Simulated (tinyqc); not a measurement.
Raising U: Hubbard ring of 6 sites, mean field against exact. Computed by the program tinyqc. 

one-body matrix (hopping and site energies) (eV):
```
         1        2        3        4        5        6
1   0.0000  -1.2600   0.0000   0.0000   0.0000  -1.2600
2  -1.2600   0.0000  -1.2600   0.0000   0.0000   0.0000
3   0.0000  -1.2600   0.0000  -1.2600   0.0000   0.0000
4   0.0000   0.0000  -1.2600   0.0000  -1.2600   0.0000
5   0.0000   0.0000   0.0000  -1.2600   0.0000  -1.2600
6  -1.2600   0.0000   0.0000   0.0000  -1.2600   0.0000
```

electrons, up and down: 3  2

Collinear unrestricted mean field (the lowest of 40 random starts) against exact diagonalisation.

Exact and mean-field results (eV):
```
U            U/t    E exact  E mean field  mean |n_up - n_down|  double occupancy, exact  first gap in the sector
0.6300    0.5000  -8.219482     -8.192953                0.1805                   0.1511                   0.0000
1.2600    1.0000  -7.677336     -7.572262                0.1984                   0.1358                   0.0000
2.5200    2.0000  -6.760043     -6.357791                0.2544                   0.1074                   0.0000
3.7800    3.0000  -6.042080     -5.220454                0.3682                   0.0833                   0.0000
5.0400    4.0000  -5.487237     -4.364397                0.6070                   0.0643                   0.0000
7.5600    6.0000  -4.723525     -3.505941                0.7411                   0.0392                   0.0000
10.0800   8.0000  -4.245025     -3.073084                0.7833                   0.0254                   0.0000
15.1200  12.0000  -3.700487     -2.641210                0.8118                   0.0127                   0.0000
25.2000  20.0000  -3.223782     -2.296887                0.8257                   0.0049                   0.0000
```

In absolute terms mean field is worst at U/t = 6.0, 1.218 eV too high: at small U it is nearly exact, and at large U it still misses the motion of the hole through a fluctuating spin background. Relative to the exact energy its error is 0.3 % at the smallest U, 29 % at most and 29 % at the largest. The double occupancy falls from 0.151 to 0.005.
